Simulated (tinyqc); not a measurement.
Inside a calculation. Model: harmonic transition-state theory with quantum, tunnelling and friction corrections. Computed by tinyqc, a small Python program that keeps every step. Command: `OMP_NUM_THREADS=1 python tinyqc.py 3025409 3025410 out.jsonl rates walk`. One thread of a shared host (Intel(R) Xeon(R) Processor @ 2.30GHz), about 0.01 s of CPU time with the checks. Intermediate numbers are printed to about 5 digits and carried at full precision; extremes and crossings named in words are read from the listed rows.

One atom hops between equivalent sites; three modes at the minimum and two real modes at the saddle are treated as harmonic, the rest of the crystal as unchanged; melting is ignored, so hot rows may lie above the melting point.

Inputs (values chosen for the exercise, modelled on interstitial copper in silicon):

| quantity | value | unit |
|---|---|---|
| barrier E_b | 0.203 | eV |
| imaginary frequency at the saddle nu_b | 3.07 | THz |
| temperature T | 142 | K |
| jump length d | 2.35 | angstrom |
| number of jump directions z | 4 | - |
| friction gamma/(2 pi) | 4.4 | THz |

Lattice of sites: three-dimensional. Correction studied: friction.

frequencies at the minimum (THz): 4.65  5.56  6.84

real frequencies at the saddle (THz): 6.5  8.58

Constants: k_B = 8.617333262e-05 eV/K; h x 1 THz = 4.135667696 meV.

## Classical rate and diffusivity

Vineyard: nu* = product of minimum frequencies / product of real saddle frequencies; k_cl = nu* exp(-E_b/(k_B T)). Activation entropy S = k_B ln(nu* h/(k_B T)); for uncorrelated jumps D = z k d^2/6 and D0 = z nu* d^2/6; 1 angstrom^2 = 1e-16 cm^2.

prefactor nu* = 3.1709 THz

classical rate k_cl = 1.9789e+05 1/s

activation entropy in the Eyring form = 0.069233 k_B

classical diffusivity D = 7.2858e-11 cm^2/s

prefactor D0 = 0.0011674 cm^2/s

Caution: h nu exceeds k_B T, so zero-point and tunnelling corrections to the classical rate matter.

## Quantum harmonic rate

Quantum harmonic: k_q = (k_B T/h) [prod 2 sinh(x_i/2) (minimum) / prod 2 sinh(x_j/2) (saddle)] exp(-E_b/(k_B T)), x = h nu/(k_B T). Zero-point correction to the barrier = (h/2)(sum of saddle frequencies - sum of minimum frequencies).

x at the minimum: 1.5716  1.8791  2.3117

x at the saddle: 2.1968  2.8998

zero-point correction = -4.0736 meV

quantum harmonic rate k_q = 1.8548e+05 1/s

ratio k_q/k_cl = 0.93725

To second order in x the ratio is 1 + (sum x_i^2 - sum x_j^2)/24 = 0.9213.

## Tunnelling factors

With u = h nu_b/(k_B T): Wigner factor 1 + u^2/24; parabolic barrier (Bell) (u/2)/sin(u/2), valid above T_c = h nu_b/(2 pi k_B); symmetric Eckart barrier: kappa = int_0^infinity P(E) exp(-(E - E_b)/(k_B T)) dE/(k_B T), P = (cosh 2a - 1)/(cosh 2a + cosh 2d), a = alpha sqrt(E/E_b), alpha = 2 pi E_b/(h nu_b), 2d = 2 sqrt(alpha^2 - pi^2/4).

u = 1.0376

crossover temperature T_c = 23.449 K

Wigner factor = 1.0449

Bell factor = 1.0463

Eckart factor = 1.0489

T/T_c = 6.06: tunnelling is a small correction.

## Friction

Kramers: spatial-diffusion factor kappa_s = sqrt(1 + y^2) - y with y = gamma/(2 omega_b); weak-friction (energy-diffusion) estimate kappa_e = Delta/2 with Delta = (16/3)(gamma/omega_b) E_b/(k_B T), the energy lost in one round trip of a well at the barrier energy of a symmetric quartic double well, over k_B T (half of the escaping atoms fall back); bridge 1/kappa = 1/kappa_s + 1/kappa_e. omega_b = 2 pi nu_b; rate with friction = kappa k_cl.

y = 0.71661

kappa_s = 0.51365

kappa_e = 63.404

transmission kappa = 0.50952

rate with friction = 1.0083e+05 1/s

Caution: the bridge is a rough interpolation, good to tens of per cent near the turnover.

## Kramers turnover

The formulas are those given above.

Transmission:

| gamma/omega_b | kappa_s | kappa_e | kappa |
|---|---|---|---|
| 0.001 | 0.99950 | 4.4239e-02 | 0.04236 |
| 0.003 | 0.99850 | 1.3272e-01 | 0.11715 |
| 0.01 | 0.99501 | 4.4239e-01 | 0.30623 |
| 0.03 | 0.98511 | 1.3272e+00 | 0.56542 |
| 0.1 | 0.95125 | 4.4239e+00 | 0.78290 |
| 0.3 | 0.86119 | 1.3272e+01 | 0.80871 |
| 1 | 0.61803 | 4.4239e+01 | 0.60952 |
| 3 | 0.30278 | 1.3272e+02 | 0.30209 |
| 10 | 0.09902 | 4.4239e+02 | 0.09900 |
| 30 | 0.03330 | 1.3272e+03 | 0.03330 |

kappa peaks at 0.81 near gamma/omega_b = 0.3 among these rows. Below, too little energy reaches the atom and the rate grows with friction; above, recrossings cut it, as omega_b/gamma in the end (0.0333 against 0.0333). Transition-state theory, kappa = 1, is the upper bound. Caution: the simple bridge underestimates kappa near the turnover by some ten per cent and can shift the peak to higher friction; long jumps on a lattice are ignored.

Checks made by the program: quantum rate against the classical one at very high temperature (relative difference 2e-09).
